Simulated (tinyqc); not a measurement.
Input admittance of a MOSFET at zero drain bias: distributed channel and distributed gate: two steps of the calculation.

Source and drain grounded, strong inversion, w = 2 pi f, Cox = eps0 eox/tox. The channel is an RC line of resistance 1/(mu Cox Vo) per square fed from both ends, so one finger has the intrinsic admittance y = i w Cox L tanh(g)/g per width, g = (1/2) sqrt(i w tau), tau = L^2/(mu Vo). The vertical resistance rv/L is in series with y, the overlaps 2 i w Cov in parallel: y_t = 1/(1/y + rv/L) + 2 i w Cov. The gate strip is a line of Rsh/L per length loaded by y_t, so a finger has Y = y_t Wf tanh(k)/k, k = (Wf/sd) sqrt(y_t Rsh/L); the device has Nf Y.

Parameters, values chosen for the exercise; values of the order met in silicon radio-frequency transistors:
```
symbol  value        unit                                                               meaning
eox      22.1              relative permittivity of the gate insulator (close to hafnium oxide)
tox        13          nm                                                   insulator thickness
L        0.13          um                                                        channel length
Wf        5.9          um                                                          finger width
Nf          1                                                                 number of fingers
mu        340  cm^2/(V s)                                                      channel mobility
Vo       0.59           V                                                        gate overdrive
Rsh        30  ohm/square                                          sheet resistance of the gate
rv        6.4    ohm um^2                                vertical resistivity of the gate stack
sd          1                                     number of ends at which a finger is contacted
Cov      0.31       fF/um                           overlap and fringe capacitance on each side
f          13         GHz                                                             frequency
```

Constants: eps0 = 8.8541878128e-14 F/cm where lengths are in cm. Results are converted to the units shown.

Task 1. Admittance of the channel and stack per width. tau, g, c = Cox L, y and y_t as defined.

Wanted: tau; g; c; y; y_t.

Result 1.

tau = 0.8425 ps
g = 0.09275+0.09275i
c = 1.957 fF/um
y = 0.9+159.8i uS/um
y_t = 2.2+210.4i uS/um

w tau = 0.0688, and Im y is 1.00 of w c.

Task 2. Input impedance of the device. k and Y as defined; Z = 1/(Nf Y) = R + 1/(i w C); Q = |Im Z|/R; signal at the point farthest from a contact |1/cosh k|.

y_t = 2.17379+210.44403i uS/um

Wanted: k; Nf Y; R; C; Q; signal at the far point.

Result 2.

k = 0.92414+0.91464i
Nf Y = 0.48430+0.91267i mS
R = 453.67 ohm
C = 14.320 fF
Q = 1.8845
signal at the far point = 0.81683

Computed by the program tinyqc: `OMP_NUM_THREADS=1 python tinyqc.py 2262116 2262117 out.jsonl`, one thread of a shared Intel Xeon 2.30GHz, about 0.01 s for the whole run.
